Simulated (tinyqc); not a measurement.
## Long-channel MOSFET, surface-potential model: potential, charge and velocity along the channel

n-channel transistor on a uniformly doped p-type body, gradual-channel approximation, constant mobility, Boltzmann statistics, full ionisation. Potentials are counted from the neutral body; V is the electron quasi-Fermi potential, Vsb at the source and Vsb + Vds at the drain. Charges are magnitudes per area.

ni = sqrt(Nc Nv) exp(-Eg/(2 Vt)), Eg in volts; phiF = Vt ln(Na/ni); Cox = eps0 eox/tox; gamma = sqrt(2 q eps0 eps_r Na)/Cox. The surface potential psi at channel potential V solves Vgs + Vsb - Vfb - psi = gamma sqrt(G), G = psi - Vt + Vt exp((psi - 2 phiF - V)/Vt). Charge sheet: Qi = Cox gamma [sqrt(G) - sqrt(psi - Vt)]; I = mu (W/L) [integral of Qi dpsi from psi_0 to psi_L (drift) + Vt (Qi0 - QiL) (diffusion)], with psi_0 at V = Vsb and psi_L at V = Vsb + Vds. The current is the same at every point, so the place y where the channel potential is Vsb + v follows from y/L = I(Vds = v)/I(Vds); the mean carrier velocity is I/(W Qi).

Parameters, values chosen for the exercise; material values close to those of 4H silicon carbide:
- T = 300 K (temperature)
- Eg = 3.31 eV (band gap)
- eps_r = 9.63 (relative permittivity of the semiconductor)
- Nc = 1.69e19 cm^-3 (conduction-band density of states at T)
- Nv = 2.47e19 cm^-3 (valence-band density of states at T)
- Na = 7.7e16 cm^-3 (acceptor density of the body)
- eox = 23 (relative permittivity of the gate insulator)
- tox = 160 nm (insulator thickness)
- Vfb = -2.54 V (flat-band voltage)
- mu = 490 cm^2/(V s) (channel mobility)
- W = 1 um (gate width)
- L = 0.5 um (gate length)
- Vsb = 0 V (source-body reverse bias)
- Vgs = 2.6 V (gate-source voltage)
- Vds = 0.2 V (drain-source voltage)

Constants: q = 1.602176634e-19 C, kB = 1.380649e-23 J/K, Vt = kB T/q, eps0 = 8.8541878128e-14 F/cm where lengths are in cm. Results are converted to the units shown.

Along the channel:
```
v (V)  psi (V)  Qi (nC/cm^2)     y/L  velocity (cm/s)
0.013    3.086         7.720  0.2255          6.154e5
0.026    3.094         6.371  0.4137          7.457e5
0.039    3.101         5.129  0.5673          9.263e5
0.052    3.108         4.012  0.6893          1.184e6
0.065    3.114         3.038  0.7833          1.564e6
0.078    3.119         2.219  0.8533          2.141e6
0.091    3.122         1.562  0.9036          3.042e6
0.104    3.125         1.060  0.9383          4.481e6
```

What does the comparison show?

Half of the listed voltage range, v = 0.052 V, is reached at y/L = 0.689. The charge falls from 7.72 to 1.06 nC/cm^2 over the rows, so the velocity rises by a factor of 7.28 to keep the current constant.

Numbers from tinyqc (`OMP_NUM_THREADS=1 python tinyqc.py 2360022 2360023 out.jsonl`; about 0.03 s on one thread of a shared Intel Xeon 2.30GHz).
